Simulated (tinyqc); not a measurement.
Switching kinetics of a ferroelectric film and the memory window of a ferroelectric gate stack: one step, computed by the program tinyqc.

Fields in MV/cm; 1 microcoulomb/cm^2 over eps_0 is 11.29409 MV/cm. In the stack (metal, ferroelectric, interlayer, channel) the channel is taken as a conductor.

Problem. Fields in the stack. Series stack: V = E_F t_F + E_I t_I and eps_I E_I = eps_F E_F + (1 - s) P/eps_0. Before switching P = -P_r, after it P = +P_s; in retention V = 0 and P = +P_r.

Inputs (values chosen for the exercise, for a model hafnia-based film):
```
quantity                                 value               unit
saturation polarisation P_s                 31  microcoulomb/cm^2
ratio P_r/P_s                             0.84                  -
coercive field E_c                         1.2              MV/cm
permittivity of the ferroelectric eps_F     39                  -
thickness t_F                              9.4                 nm
permittivity of the interlayer eps_I       3.9                  -
interlayer thickness t_I                  0.72                 nm
share s of P screened by trapped charge   0.55                  -
pulse height V                               6                  V
breakdown field of the interlayer           11              MV/cm
```

Give: E_F before switching; E_F after switching; E_I after switching; depolarising field in retention; depolarising field over E_c.

Solution.

E_F before switching = 5.086 MV/cm

E_F after switching = 1.862 MV/cm

E_I after switching = 59.02 MV/cm

depolarising field in retention = 1.472 MV/cm

depolarising field over E_c = 1.227

Caution: the interlayer field exceeds its breakdown field, so charge injection would change the fields. Caution: a depolarising field above E_c switches the film back, so P_r is not held.
